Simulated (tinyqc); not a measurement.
Two regimes over temperature: microkinetic model of low-temperature epitaxy from hydride gases: adsorption, hydrogen desorption and rate control. Computed by tinyqc, a small Python program. Command: `OMP_NUM_THREADS=1 python tinyqc.py 3013308 3013309 out.jsonl hepi walk`. One thread of a shared host (Intel(R) Xeon(R) Processor @ 2.30GHz), about 0.01 s of CPU time with the checks.

Each hydride molecule needs two free sites and leaves four hydrogen atoms, of which two leave at once as H2; theta is the hydrogen coverage, the site density is 6.78 per nm^2 and one layer is 1.358 angstrom thick.

Inputs (values chosen for the exercise, close to those used for silane and germane, with second-order desorption as on Si(111) but the site density of Si(001)): silane pressure p_S = 0.032 Pa; sticking prefactor of silane s0 = 0.01; adsorption barrier E_s = 0.19 eV; desorption prefactor nu_d = 5.4e+12 1/s; desorption energy on silicon E_d = 2.15 eV; hydrogen carrier pressure p_H = 170 Pa; sticking of hydrogen s_H = 2.1e-08; germane pressure p_G = 0.00044 Pa; sticking ratio of germane to silane r_G = 4.3; lowering of E_d per unit germanium fraction, dE = 0.47 eV.

Film: silicon-germanium. Order of hydrogen desorption: second.

Constants: k_B = 8.617333262e-05 eV/K; u = 1.6605390666e-27 kg; k_B = 1.380649e-23 J/K.

Method:
- Flux per site F = p/(sqrt(2 pi M k_B T) x 6.78e18 per m^2), M = 32.12 u (silane), 76.63 u (germane), 2.016 u (hydrogen); s = s0 exp(-E_s/(k_B T)); k_S = s F_S, k_G = r_G s F_G; germanium fraction x = k_G/(k_S + k_G); k = k_S + k_G; k_H = s_H F_H; k_d = nu_d exp(-(E_d - dE x)/(k_B T)).
- With k the hydride and k_H the hydrogen adsorption rate on free pairs and k_d the desorption rate, steady state: 2 (k + k_H)(1 - theta)^2 = k_d theta^2; growth rate R = k (1 - theta)^2 layers/s; 1 layer/s = 8.148 nm/min.
- Temperatures in kelvin are T(C) + 273.15.
- Limits: desorption-limited R = k_d k/(2 (k + k_H)), adsorption-limited R = k.

Growth:
```
T (C)    theta  G (nm/min)  desorption limit (nm/min)  adsorption limit (nm/min)
400    0.93974  9.8197e-04                 1.1119e-03                    0.27045
450    0.81970  1.0638e-02                 1.5833e-02                    0.32725
500    0.60948  5.8786e-02                 1.5825e-01                    0.38547
550    0.37961  1.7098e-01                 1.1865e+00                    0.44424
600    0.21112  3.1293e-01                 7.0210e+00                    0.50284
650    0.11364  4.4051e-01                 3.4114e+01                    0.56070
700    0.06219  5.4301e-01                 1.4042e+02                    0.61741
750    0.03531  6.2597e-01                 5.0197e+02                    0.67264
800    0.02092  6.9608e-01                 1.5903e+03                    0.72615
850    0.01292  7.5781e-01                 4.5391e+03                    0.77778
```

What follows from these numbers?

The apparent activation energy of G is 2.00 eV between the first rows and 0.18 eV between the last; full hydrogen cover gives a value near the desorption energy (plus E_s where k_H far exceeds k), a bare surface one near E_s less k_B T/2 from the flux. The coverage passes one half between 500 and 550 C, the knee of the Arrhenius plot.

Extremes, crossings and ranges named in words are read from the listed rows.
